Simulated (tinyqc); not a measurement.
From results back to parameters: effective work function and flat-band voltage of a metal/high-k/SiO2/Si stack with a dipole layer. Four cases, with inputs chosen for the exercise.

Problem. Three stacks with (t1, t2) = (8, 20), (30, 20) and (8, 60) angstrom have the flat-band voltages below. VFB = W0 - (chi + dEF) - 4 pi e2 [Q1 EOT + Q2 x2]/3.9 with x2 = t2 3.9/eps2, EOT = t1 + x2, e2 = e^2/4 pi eps0, 1 cm^-2 = 1e-16 angstrom^-2; W0 is the work function with the dipole step.

Constants: e^2/(4 pi eps0) = 14.39964547 eV angstrom.

Case 1.

Values chosen (out of a larger set: a stack on Si capped with a magnesium-like oxide; not measured data): chi = 4.051 eV (electron affinity of the channel); dEF = 0.301 eV (Ec - EF in the channel); eps = (3.9, 21.5) (their dielectric constants).

VFB (V): -0.4317577  -0.5144385  -0.4735028

Case 2.

Values chosen (out of a larger set: a stack on Si capped with a magnesium-like oxide; not measured data): chi = 4.044 eV (electron affinity of the channel); dEF = 0.564 eV (Ec - EF in the channel); eps = (3.9, 26) (their dielectric constants).

VFB (V): 0.2584650  0.2516260  0.2148418

Case 3.

Values chosen (out of a larger set: a stack on Si capped with an yttrium-like oxide; not measured data): chi = 4.05 eV (electron affinity of the channel); dEF = 0.606 eV (Ec - EF in the channel); eps = (3.9, 20.7) (their dielectric constants).

VFB (V): -0.4967278  -0.5232673  -0.4862378

Case 4.

Values chosen (out of a larger set: a stack on Si capped with an yttrium-like oxide; not measured data): chi = 4.058 eV (electron affinity of the channel); dEF = 0.968 eV (Ec - EF in the channel); eps = (3.9, 21.1) (their dielectric constants).

VFB (V): -0.7070853  -0.6987151  -0.7193659

Find: Q1; Q2; W0.

Solution. The first two stacks differ in t1 alone and give Q1; the first and third give Q1 + Q2; W0 follows from any of them.

Case 1.

Q1 = 8.1e+11 e/cm^2
Q2 = 4.3e+11 e/cm^2
W0 = 3.971 eV

Case 2.

Q1 = 6.7e+10 e/cm^2
Q2 = 1.5e+12 e/cm^2
W0 = 4.891 eV

Case 3.

Q1 = 2.6e+11 e/cm^2
Q2 = -5.6e+11 e/cm^2
W0 = 4.164 eV

Case 4.

Q1 = -8.2e+10 e/cm^2
Q2 = 4.4e+11 e/cm^2
W0 = 4.322 eV

Computed by tinyqc, one run a case: `OMP_NUM_THREADS=1 python tinyqc.py N N+1 out.jsonl` with N = 1880113, 1880119, 1880167, 1880182; one thread of a shared Intel(R) Xeon(R) Processor @ 2.30GHz, about 0.01 s a run at most.
